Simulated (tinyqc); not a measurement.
Disorder broadening of a flat band (such as a Landau level) in the self-consistent Born approximation: one step of the calculation.

The local Green function is G = g0(z - Sigma) with z = E + i eta and g0(z) = 1/z; the self-energy is Sigma = D G. The density of states is -Im G/pi.

Question. Density of states and lifetime. G = Sigma/D, density of states -Im G/pi, lifetime hbar/(2 |Im Sigma|); without disorder the density of states is -Im g0(z)/pi. Closed form: G = (z - sqrt(z^2 - 4 D))/(2 D) with the root that gives Im G < 0; for eta -> 0 a semi-ellipse of half-width 2 sqrt(D).

Inputs (values chosen for the exercise): variance of the random potential D = 0.17 eV^2; bare broadening eta = 0.036 eV; energy from the band centre E = 0.626 eV.

Constants: q = 1.602176634e-19 C, hbar = 1.054571817e-34 J s. Results are converted to the units shown.

converged Sigma = 0.29211773-0.25179820i eV

Find: density of states; lifetime; density of states without disorder.

Answer.

density of states = 0.4715 1/eV
lifetime = 1.307 fs
density of states without disorder = 0.02915 1/eV

Disorder makes the density of states at this energy 16.2 times the clean value.

Range of the model: The self-consistent Born approximation misses band tails from rare fluctuations and localisation.

Program tinyqc, `OMP_NUM_THREADS=1 python tinyqc.py 2720013 2720014 out.jsonl`; Intel Xeon 2.30GHz, shared host, one thread, about 0.01 s.
